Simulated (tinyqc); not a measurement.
Millisecond and nanosecond annealing: surface heating, thermal budget and solid-phase regrowth: one step, computed by the program tinyqc. Command: `OMP_NUM_THREADS=1 python tinyqc.py 3026664 3026665 out.jsonl flash walk`. One thread of a shared host (Intel(R) Xeon(R) Processor @ 2.30GHz), about 0.01 s of CPU time with the checks.

A square pulse heats the surface of a thick wafer with constant thermal properties; losses by radiation are neglected and silicon melts at 1414 C.

Problem. Thermal budget. Absorbed flux q = (1 - R) fluence/t_p; kappa = k/c. With f(z, t) = (2 q/k) sqrt(kappa t) ierfc(z/(2 sqrt(kappa t))), ierfc(x) = exp(-x^2)/sqrt(pi) - x erfc(x): T = T0 + f(z, t) during the pulse and T0 + f(z, t) - f(z, t - t_p) after it. Temperatures in kelvin are T(C) + 273.15. Integrate exp(-E/(k_B T(t))) at the surface from 0 to 10 t_p (Gauss-Legendre, 60 points in sqrt(t) up to t_p and 60 in sqrt(t - t_p) after it). (Dt) = D0 x integral with E; regrowth = v0 x integral with E_v; effective time = integral/exp(-E/(k_B T_peak)).

Inputs (values chosen for the exercise, modelled on hot silicon with phosphorus): incident fluence = 4.07 J/cm^2; pulse length t_p = 8.8e-05 s; reflectance R = 0.45; thermal conductivity k = 0.23 W/(cm K); heat capacity per volume c = 2.17 J/(cm^3 K); preheat temperature T0 = 800 C; dopant prefactor D0 = 5.62 cm^2/s; dopant activation energy E = 3.68 eV; regrowth prefactor v0 = 3.9e+08 cm/s; regrowth energy E_v = 2.7 eV; amorphous layer = 16 nm.

Source: scanned laser.

peak temperature = 1181.133 C

Constants: k_B = 8.617333262e-05 eV/K.

Give: budget (Dt); diffusion length 2 sqrt(Dt); effective time over t_p; possible regrowth.

Solution.

budget (Dt) = 2.336e-17 cm^2

diffusion length 2 sqrt(Dt) = 0.09666 nm

effective time over t_p = 0.2674

possible regrowth = 60.87 nm

Caution: equilibrium diffusivities are used; implant damage enhances diffusion, and k and c vary with temperature. Caution: the peak lies above 1150 C, and amorphous silicon melts some 200 to 250 K below the crystal, so a layer that has not regrown before the peak may melt instead. Caution: at this preheat temperature the layer would already regrow within five seconds or less before the pulse. Caution: a diffusion length below the atomic spacing of 0.235 nm means about one jump per atom or fewer, so the profile does not change measurably.
